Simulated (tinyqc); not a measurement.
Wafer bonding and layer transfer: bond energy, gap closing, particles, bonding of dissimilar wafers and hydrogen blisters: one step, computed by the program tinyqc. Command: `OMP_NUM_THREADS=1 python tinyqc.py 3022086 3022087 out.jsonl bond walk`. One thread of a shared host (Intel(R) Xeon(R) Processor @ 2.30GHz), about 0.01 s of CPU time with the checks.

gamma is the energy per area of each of the two surfaces; plates are isotropic.

Task: Void around a particle. E' = E1/(1 - nu^2), equal wafers assumed. Void radius in the plate regime: R_v = [(2/3) E' t1^3/gamma]^(1/4) h^(1/2). Below h_crit = 5 sqrt(t1 gamma/E') the wafers deform locally and R_v is of the order of h (taken as h).

Inputs (values chosen for the exercise, with wafer 1 close to silicon):

| quantity | value | unit |
|---|---|---|
| Young's modulus E1 | 139 | GPa |
| Poisson ratio nu | 0.23 | - |
| thickness t1 | 625 | micrometre |
| particle radius h | 1.2 | micrometre |

bond energy gamma = 1.576813 J/m^2

Give: critical particle radius; void radius.

Result:

critical particle radius = 0.4097 micrometre

void radius = 2161 micrometre

The void is 1800 times the particle.
